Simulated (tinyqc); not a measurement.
Avalanche multiplication and breakdown of a junction from ionisation integrals: one step, computed by the program tinyqc. Command: `OMP_NUM_THREADS=1 python tinyqc.py 3031604 3031605 out.jsonl impact walk`. One thread of a shared host (Intel(R) Xeon(R) Processor @ 2.30GHz), about 0.01 s of CPU time with the checks.

Ionisation coefficients follow the local field. Position x runs through the depletion layer from the p side (x = 0), where electrons enter, to the n side (x = w), where holes enter. The built-in voltage is neglected.

Problem. Multiplication and noise. M_n = 1/(1 - I_n), M_p = M_n exp(-Phi(w)); McIntyre excess noise for the carrier with the larger M, F_x = k M + (1 - k)(2 - 1/M), with k = (smaller M - 1)/(larger M - 1).

Junction: punch-through p+ n- n+.

Every 50th point:
```
x (micrometre)  F (MV/cm)  alpha_n (1/cm)  alpha_p (1/cm)         Phi  I_n up to x
0.0000           2.648569    8.996730e+02    2.216282e+04   0.0000000  0.000000000
0.0975           2.357555    1.996687e+02    6.784394e+03  -0.1248636  0.004950346
0.1950           2.066541    2.900036e+01    1.487990e+03  -0.1591074  0.005983625
0.2925           1.775526    2.237822e+00    1.984695e+02  -0.1655438  0.006110579
0.3900           1.484512    6.324734e-02    1.201614e+01  -0.1662351  0.006118242
0.4875           1.193497    3.140283e-04    1.853075e-01  -0.1662661  0.006118398
0.5850           0.902483    5.092761e-08    1.938694e-04  -0.1662664  0.006118399
0.6825           0.611468    2.038895e-15    2.952801e-10  -0.1662664  0.006118399
0.7800           0.320454    2.991716e-36    1.222515e-26  -0.1662664  0.006118399
```

Give: M_n; M_p; effective k; excess noise factor.

Solution.

M_n = 1.0062

M_p = 1.1882

effective k = 0.032718

excess noise factor = 1.1593

Injecting holes gives the larger gain and, at equal gain, the lower noise.
